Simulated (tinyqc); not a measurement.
# Narrowing from the saturation current

Inverse problem. A uniform n-type emitter has J0 = (q p0 D/L)(s + tanh(W/L))/(1 + s tanh(W/L)), D = mup Vt, s = S L/D, and p0 = (ni^2/N) exp(dE_app/kB T), where dE_app = dEg + kB T ln[(N/Nc) exp(-eta)]. Find p0, dE_app and dEg.

Inputs (values chosen for the exercise); band and dielectric values close to those of silicon:

| symbol | value | unit | meaning |
|---|---|---|---|
| T | 300 | K | temperature |
| Nc | 2.76e19 | cm^-3 | conduction-band density of states at 300 K |
| N | 7.5e18 | cm^-3 | ionised donor density |
| mup | 190 | cm^2/(V s) | minority-hole mobility |
| W | 690 | nm | emitter width |
| S | 18000 | cm/s | recombination velocity at the contact |

Constants: q = 1.602176634e-19 C, kB = 1.380649e-23 J/K, Vt = kB T/q. Results are converted to the units shown.

J0 = 178.78799 fA/cm^2
L = 5820.2263 nm
ni = 8.6369214e9 cm^-3
converged eta = -1.2072010

Solution. J0 gives p0, its ratio to ni^2/N gives dE_app, and the degeneracy term is taken off.

p0 = 73.5 cm^-3
dE_app = 51.7 meV
dEg = 54.2 meV

Computed by the program tinyqc: `OMP_NUM_THREADS=1 python tinyqc.py 2330086 2330087 out.jsonl`, one thread of a shared Intel Xeon 2.30GHz, about 0.01 s for the whole run.
